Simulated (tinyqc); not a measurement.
Pariser-Parr-Pople SCF with singles CI, for the molecule OC1=CC=CC=CC=C1 (SMILES; centres numbered as the heavy atoms are written), step by step. One step of it, computed by the program tinyqc.

Question. PPP integrals. Ohno: gamma = 14.399645/sqrt(R^2 + a^2), a = 2 x 14.399645/(gamma_rr + gamma_ss); H_rr = -W_r - sum_(s != r) z_s gamma_rs; H_rs = beta for bonds.

Centres (angstrom, eV; a flat drawing with bonds scaled to 1.40 angstrom):
```
centre          x          y  core charge z          W   gamma_rr
1O       2.870000   0.000000              2  33.000000  21.500000
2C       1.470000   0.000000              1  11.160000  11.130000
3C       0.935000   1.293000              1  11.160000  11.130000
4C      -0.359000   1.829000              1  11.160000  11.130000
5C      -1.652000   1.293000              1  11.160000  11.130000
6C      -2.188000   0.000000              1  11.160000  11.130000
7C      -1.652000  -1.293000              1  11.160000  11.130000
8C      -0.359000  -1.829000              1  11.160000  11.130000
9C       0.935000  -1.293000              1  11.160000  11.130000
```

Resonance integrals (eV):
```
i  j       beta
1  2  -2.240000
2  3  -2.390000
3  4  -2.390000
4  5  -2.390000
5  6  -2.390000
6  7  -2.390000
7  8  -2.390000
8  9  -2.390000
9  2  -2.390000
```

Give: repulsion gamma_rs; core matrix H.

Answer.

repulsion gamma_rs (eV):
```
         1O       2C       3C       4C       5C       6C       7C       8C
1O  21.5000   8.7008   5.7853   3.7749   3.0091   2.8045   3.0091   3.7749
2C   8.7008  11.1300   7.5559   4.9789   3.9796   3.7112   3.9796   4.9789
3C   5.7853   7.5559  11.1300   7.5521   4.9783   3.9787   3.7113   3.9792
4C   3.7749   4.9789   7.5521  11.1300   7.5548   4.9789   3.9796   3.7112
5C   3.0091   3.9796   4.9783   7.5548  11.1300   7.5548   4.9799   3.9796
6C   2.8045   3.7112   3.9787   4.9789   7.5548  11.1300   7.5548   4.9789
7C   3.0091   3.9796   3.7113   3.9796   4.9799   7.5548  11.1300   7.5548
8C   3.7749   4.9789   3.9792   3.7112   3.9796   4.9789   7.5548  11.1300
9C   5.7853   7.5559   4.9799   3.9792   3.7113   3.9787   4.9783   7.5521

         9C
1O   5.7853
2C   7.5559
3C   4.9799
4C   3.9792
5C   3.7113
6C   3.9787
7C   4.9783
8C   7.5521
9C  11.1300
```

core matrix H (eV):
```
          1O        2C        3C        4C        5C        6C        7C        8C
1O  -69.6441   -2.2400    0.0000    0.0000    0.0000    0.0000    0.0000    0.0000
2C   -2.2400  -65.3015   -2.3900    0.0000    0.0000    0.0000    0.0000    0.0000
3C    0.0000   -2.3900  -59.4660   -2.3900    0.0000    0.0000    0.0000    0.0000
4C    0.0000    0.0000   -2.3900  -55.4446   -2.3900    0.0000    0.0000    0.0000
5C    0.0000    0.0000    0.0000   -2.3900  -53.9164   -2.3900    0.0000    0.0000
6C    0.0000    0.0000    0.0000    0.0000   -2.3900  -53.5049   -2.3900    0.0000
7C    0.0000    0.0000    0.0000    0.0000    0.0000   -2.3900  -53.9164   -2.3900
8C    0.0000    0.0000    0.0000    0.0000    0.0000    0.0000   -2.3900  -55.4446
9C    0.0000   -2.3900    0.0000    0.0000    0.0000    0.0000    0.0000   -2.3900

          9C
1O    0.0000
2C   -2.3900
3C    0.0000
4C    0.0000
5C    0.0000
6C    0.0000
7C    0.0000
8C   -2.3900
9C  -59.4660
```
